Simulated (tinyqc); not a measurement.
Strain-driven crossing of the Gamma and L valleys in a germanium-like crystal: one step. The strain tensor for a uniaxial [111] load.

Biaxial loads: e0 is the in-plane strain e_par and the normal is free. (001): e_perp = -2 (C12/C11) e_par; exx = eyy = e_par, ezz = e_perp, no shear. (111): e_perp = -(2 C11 + 4 C12 - 4 C44)/(C11 + 2 C12 + 4 C44) e_par; exx = eyy = ezz = (2 e_par + e_perp)/3 and exy = eyz = ezx = (e_perp - e_par)/3. (110): e_perp = -(C11 + 3 C12 - 2 C44)/(C11 + C12 + 2 C44) e_par; exx = eyy = (e_par + e_perp)/2, ezz = e_par, exy = (e_perp - e_par)/2, eyz = ezx = 0. Uniaxial loads: a stress along n, scaled so that n.e.n = e0, with exx = s11 sxx + s12 (syy + szz), exy = s44 sxy/2, s11 = (C11 + C12)/((C11 - C12)(C11 + 2 C12)), s12 = -C12/((C11 - C12)(C11 + 2 C12)), s44 = 1/C44.

Inputs chosen for the exercise (near those of Ge, gaps at low temperature; not measured data): C11 = 130.3 GPa; C12 = 49 GPa; C44 = 65.9 GPa; load = uniaxial [111] (kind of strain); e0 = 0.0437 (size of the strain).

Problem. Form the tensor and its trace.

Give: strain tensor in the cubic axes; tr(e).

Solution.

strain tensor in the cubic axes, rows x, y, z and columns alike:
$$\begin{pmatrix}
0.009789 & 0.016956 & 0.016956 \\
0.016956 & 0.009789 & 0.016956 \\
0.016956 & 0.016956 & 0.009789
\end{pmatrix}$$

tr(e) = 0.029366

(tinyqc, `OMP_NUM_THREADS=1 python tinyqc.py 1080317 1080318 out.jsonl`, Intel(R) Xeon(R) Processor @ 2.30GHz, 1 thread, shared host, about 0.01 s.)
